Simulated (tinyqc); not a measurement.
## Germanium share from the critical thickness

Problem. Critical thickness (Matthews-Blakeslee, 60-degree dislocations): h = bv (1 - nu/4)[ln(h/bv) + 1]/(4 pi e_par (1 + nu)), nu = c12/(c11 + c12). e_par = b1 x. Find e_par and x.

Inputs (values chosen for the exercise):
- b1 = 0.0418 (lattice mismatch per unit x)
- c11 = 168 GPa (elastic constant)
- c12 = 62.6 GPa (elastic constant)
- bv = 0.384 nm (Burgers vector)

critical thickness = 6.9632566 nm

Answer. For given h the relation is explicit in the strain.

e_par = 1.25 %
x = 0.300

tinyqc, about 0.01 s, one thread, Intel Xeon 2.30GHz (shared host): `OMP_NUM_THREADS=1 python tinyqc.py 2530099 2530100 out.jsonl`
